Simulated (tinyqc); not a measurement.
Exact and approximate size effects: heat flow across a film from the phonon Boltzmann equation in the relaxation-time approximation. Computed by tinyqc, a small Python program. Command: `OMP_NUM_THREADS=1 python tinyqc.py 3012301 3012302 out.jsonl slabbte walk`. One thread of a shared host (Intel(R) Xeon(R) Processor @ 2.30GHz), about 0.02 s of CPU time with the checks.

Two black walls, hot at x = 0 and cold at x = L, emit phonons isotropically. For one free path Lambda, with tau = x/Lambda, tau_L = L/Lambda and phi = (T - T_cold)/Delta T, energy balance gives phi(tau) = (1/2) [E2(tau) + int_0^tau_L phi(s) E1(|tau - s|) ds]; E_n are the exponential integrals. The flux over the ballistic flux C v Delta T/4 is psi = 1 - 2 int_0^tau_L phi(s) E2(s) ds, and kappa_eff/kappa = (3/4) tau_L psi. kappa = C v Lambda/3 is an input, so at fixed kappa a longer free path means a smaller C v.

Inputs (values chosen for the exercise, modelled on indium phosphide): free path Lambda_1 = 75 nm; free path Lambda_2 = 850 nm; share f_2 of kappa = 0.28.

Free-path groups: two.

Method:
- Cut the film into n equal cells with constant phi, collocated at the centres c_i: the kernel integrates to A_ij = |E2(|c_i - e_j|) - E2(|c_i - e_(j+1)|)|/2 for cell edges e_j, and A_ii = 1 - E2(half a cell); solve (1 - A) phi = E2(c)/2; psi = 1 - 2 sum_j phi_j [E3(e_j) - E3(e_(j+1))].
- Each group is solved on its own with 150 and 300 cells, psi = (4 psi(300) - psi(150))/3, and weighted by its share of kappa (f_1 is what the others leave); exchange of energy between groups inside the film is left out.
- Two-flux: kappa_eff/kappa = sum f_i/(1 + 4 Lambda_i/(3 L)). Matthiessen with the thickness: sum f_i/(1 + Lambda_i/L). Ballistic limit: sum f_i 3 L/(4 Lambda_i).

Kappa_eff/kappa:
```
L (nm)  Boltzmann  two-flux  Matthiessen  ballistic limit
2.2      0.015947  0.016041     0.021241         0.016384
7.5      0.051285  0.052073     0.067904         0.055853
19        0.11655   0.11957      0.15165          0.14149
45        0.22679   0.23414      0.28408          0.33512
110       0.39074   0.40191      0.46019          0.81918
300       0.58818   0.59860      0.64904           2.2341
750       0.73837   0.74680      0.78580           5.5853
1900      0.85322   0.85938      0.88611           14.149
```

The two-flux formula lies above the Boltzmann result by at most about 3.2 % (at L = 45 nm); the Matthiessen form is high by up to 33 %, since it misses the factor 3/4 of the ballistic limit. The thinnest film reaches 97 % of that limit, and the thickest, 25 Lambda_1, only 85 % of the bulk value: the long free paths keep the size effect alive far beyond Lambda_1. Rows below about 10 nm are near the phonon wavelength, where a particle picture fails.
